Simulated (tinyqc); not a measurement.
The product rho l across metals: free and nearly free electrons in a metal.

Constants: hbar^2/2m0 = 3.80998211 eV angstrom^2; hbar = 6.58211957e-16 eV s.

Free electrons with m = 1; fcc cells hold 4 atoms and bcc cells 2; n = atoms z/a^3, kF = (3 pi^2 n)^(1/3), rho l = hbar kF/(n e^2), e = 1.602176634e-19 C. Inputs are chosen for the exercise.

Results:

| case | lattice | a (angstrom) | z | rho (micro-ohm cm) | kF (1/angstrom) | EF (eV) | l (nm) | rho l (1e-16 ohm m^2) |
|---|---|---|---|---|---|---|---|---|
| near Li | bcc | 3.499 | 1 | 9.77 | 1.114 | 4.73 | 10.0 | 9.80 |
| near Cu | fcc | 3.585 | 1 | 1.79 | 1.370 | 7.15 | 36.2 | 6.48 |
| near Na | bcc | 4.267 | 1 | 4.97 | 0.913 | 3.18 | 29.3 | 14.58 |
| near Au | fcc | 4.045 | 1 | 2.09 | 1.214 | 5.62 | 39.5 | 8.25 |
| near K | bcc | 5.233 | 1 | 6.90 | 0.745 | 2.11 | 31.8 | 21.93 |
| near Al | fcc | 4.077 | 3 | 2.58 | 1.737 | 11.50 | 15.6 | 4.03 |

rho l falls as n^(-2/3): it is lowest for the case near Al and highest for near K. The lowest bulk rho belongs to near Cu; in very narrow wires, where rho l rules, the order changes. Real Fermi surfaces depart from spheres, most for the polyvalent and noble metals.

(tinyqc, `OMP_NUM_THREADS=1 python tinyqc.py 1650627 1650628 out.jsonl`, Intel(R) Xeon(R) Processor @ 2.30GHz, 1 thread, shared host, about 0.01 s.)
